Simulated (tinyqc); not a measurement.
Comparisons within one model: polar nitride quantum well with polarisation fields. A value that a table varies takes the place of the one given here.

Growth along [0001]. e_par = (a_sub - a)/a, Ppz = 2 e_par (e31 - e33 C13/C33), P = Psp + Ppz in each layer; strain relaxation and the strain shift of the gaps are left out, although thick layers with more than about 1 % mismatch would relax.

In a periodic stack without free charge the potential drop over a period vanishes: F_w = (P_b - P_w) Lb/(eps0 (eps_w Lb + eps_b Lw)), F_b = -F_w Lw/Lb, eps0 = 8.8541878e-12 F/m; 1 MV/cm = 1e8 V/m = 0.01 V/angstrom.

Envelope functions on cells of 0.25 angstrom over barrier, well, barrier (widths Lb, Lw, Lb), psi = 0 beyond, psi'/m continuous (mean mass between points), c = hbar^2/2m0. With u(z) the integral of e F (F_w in the well, F_b = -F_w Lw/Lb in the barriers, 1 MV/cm = 0.01 V/angstrom), zero at the centre of the well, the electron sees u plus Vc in the barriers and the hole -u plus Vv. The transition is Eg + E_e + E_h; excitons are left out.

Constants: hbar^2/2m0 = 3.80998211 eV angstrom^2; hc = 1239.841984 eV nm.

Inputs chosen for the exercise (near those of an InGaN well in GaN; the results hold for these values, not for the real material):
- a_w = 3.289 angstrom (lattice constant a, well)
- a_b = 3.189 angstrom (lattice constant a, barrier)
- a_sub = 3.189 angstrom (in-plane lattice constant of the stack)
- Psp_w = -0.0287 C/m^2 (spontaneous polarisation)
- Psp_b = -0.0353 C/m^2 (spontaneous polarisation)
- e31_w = -0.366 C/m^2
- e31_b = -0.33 C/m^2
- e33_w = 0.695 C/m^2
- e33_b = 0.636 C/m^2
- C_w = 0.298 (C13/C33)
- C_b = 0.265 (C13/C33)
- eps_w = 11.3 (dielectric constant)
- eps_b = 10.1 (dielectric constant)
- Lb = 90 angstrom (barrier width)
- Eg = 2.388 eV (gap of the well)
- Vc = 0.716 eV (conduction offset)
- Vv = 0.337 eV (valence offset)
- me = 0.164 m0 (electron, well)
- meb = 0.2 m0 (electron, barrier)
- mh = 1.37 m0 (hole, everywhere)
- Ls = (10, 14, 20, 28, 38, 50) angstrom (well widths)
- Lw = 32 angstrom (well width)

## Width of the well

Field, levels and overlap anew for each width.

Results:
```
Lw (angstrom)  F_w (MV/cm)  E (eV)  E without field (eV)  overlap^2  ln overlap^2
10                  -3.769  2.8374                2.9036      0.663         -0.41
14                  -3.637  2.6488                2.7648      0.513         -0.67
20                  -3.456  2.4246                2.6394      0.255         -1.37
28                  -3.241  2.1804                2.5494     0.0638         -2.75
38                  -3.008  1.9204                2.4914    0.00633         -5.06
50                  -2.768  1.6528                2.4552   0.000214         -8.45
```

What can be read from the table?

The red shift grows from 66 to 802 meV. The line drops below Eg between 20 and 28 angstrom, which a square well can never do. Over the last two rows dE/dLw = -22.3 meV per angstrom, against -|e F_w| = -27.7 in the last row; the field itself weakens by 27 % over the table, since a wider well shares the drop with the barrier. The overlap falls by a factor 3.09e+03.

## Screening the field

F_w = -3.1438 MV/cm

Carriers or a semipolar orientation reduce the field; here it is simply scaled in well and barrier.

Results:
```
share of the field  F_w (MV/cm)  E (eV)     nm  overlap^2  separation (angstrom)
1.0                      -3.144  2.0716  598.5      0.027                   21.9
0.8                      -2.515  2.1973  564.2      0.057                   20.1
0.6                      -1.886  2.3119  536.3       0.12                   17.8
0.4                      -1.258  2.4110  514.2       0.27                   14.6
0.2                      -0.629  2.4873  498.5       0.58                    9.8
0.0                       0.000  2.5215  491.7       0.97                    0.0
```

How do the results move?

Full screening shifts the line by -106.8 nm (+450 meV). The first fifth of the screening gives 126 meV and the last fifth 34 meV; a purely quadratic shift would give a ratio of 9, a linear one 1, and here it is 3.7.

## What each parameter does

Polarisation, field, levels and overlap anew. Each row changes one parameter from the base and keeps the others.

Results:
```
case                    F_w (MV/cm)  E (eV)  overlap^2  red shift (meV)
base                         -3.144  2.0716      0.027              450
Lw = 37 angstrom             -3.030  1.9447     0.0082              551
Lb = 75 angstrom             -2.999  2.1030      0.033              418
a_sub = 3.199 angstrom       -3.117  2.0772      0.028              444
Psp_b = -0.0388 C/m^2        -3.409  2.0158      0.020              506
e33_w = 0.764 C/m^2          -3.239  2.0518      0.024              470
eps_w = 12.4                 -2.928  2.1159      0.035              406
mh = 0.96 m0                 -3.144  2.0932      0.035              435
Vc = 0.609 eV                -3.144  2.0543      0.023              462
```

What can be read from the table?

The largest shifts from the base row, up to three for each result and ties (the steps differ in size, so this ranks the rows, not the parameters). F_w (MV/cm): Psp_b -0.265, eps_w +0.216, Lb +0.145; unchanged at the printed digits by mh and Vc. E (eV): Lw -0.1269, Psp_b -0.0558, eps_w +0.0443. overlap^2: Lw -0.0189, mh +0.00824, eps_w +0.00784. red shift (meV): Lw +101, Psp_b +56, eps_w -44.

(tinyqc, `OMP_NUM_THREADS=1 python tinyqc.py 1251863 1251864 out.jsonl`, Intel(R) Xeon(R) Processor @ 2.30GHz, 1 thread, shared host, about 0.04 s.)
